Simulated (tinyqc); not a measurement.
# Changing the misfit f = (b - a)/a

Model: Frenkel-Kontorova chain: a misfit dislocation (kink) in a monolayer on a periodic substrate. Computed by tinyqc, a small Python program. Command: `OMP_NUM_THREADS=1 python tinyqc.py 3014625 3014626 out.jsonl fkchain sweep`. One thread of a shared host (Intel(R) Xeon(R) Processor @ 2.30GHz), about 0.02 s of CPU time with the checks.

E = sum_j [(k/2)(x_(j+1) - x_j - b)^2 + (W/2)(1 - cos(2 pi x_j/a))], x_j = a (j + u_j). A kink takes u from 0 to 1: the chain is stretched by one period and has one atom fewer than wells.

Inputs (values chosen for the exercise, for a model overlayer):
```
quantity            value           unit
spring constant k     3.6  eV/angstrom^2
substrate period a   2.92       angstrom
corrugation W        4.83             eV
atomic mass M         180              u
```

Constants: nu for 1 eV/(angstrom^2 u) = 15.6333042 THz.

Method. l0 = sqrt(k a^2/(2 W)); kink u(j) = (2/pi) arctan exp(pi j/l0); kink energy at f = 0: E0 = (4/pi) W l0; with misfit E0 - k a^2 f; kinks become favourable at f_c = 2/(pi l0), and a coherent chain with free ends loses stability at f_m = 1/l0. Lowest vibration of the flat chain: nu0 = 15.6333042 THz x sqrt(2 pi^2 W/(a^2 M)).

One run for each value:
```
misfit f = (b - a)/a  kink energy with misfit (eV)
0.010                                        10.66
0.051                                         9.40
0.093                                         8.11
0.130                                         6.97
0.180                                         5.44
0.220                                         4.21
0.260                                         2.98
0.300                                         1.75
```

Over the rows, kink energy with misfit (eV) falls from 10.7 to 1.75. It is linear in f, with slope -k a^2.

Caution (all rows): a corrugation above 1 eV is larger than real overlayers usually show; it is chosen to keep the kink narrow. Caution (all rows): for l0 below about 3 the kink spans few atoms, and the continuum kink energy is off by about 2 per cent or more.
